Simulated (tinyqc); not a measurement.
Inductance and parasitic capacitance from two readings.

Problem. A loss-free coil L in parallel with C shows the apparent inductance L/(1 - w^2 L C), w = 2 pi f. Find L, C and the self-resonance 1/(2 pi sqrt(L C)).

apparent inductance at 4 and 6.7 GHz (nH): 5.6177757  10.186495

Answer. The inverse of the reading is 1/L - w^2 C, a straight line in w^2.

L = 4.500 nH
C = 70.00 fF
self-resonance = 8.967 GHz

Program tinyqc, `OMP_NUM_THREADS=1 python tinyqc.py 2302115 2302116 out.jsonl`; Intel Xeon 2.30GHz, shared host, one thread, about 0.01 s.
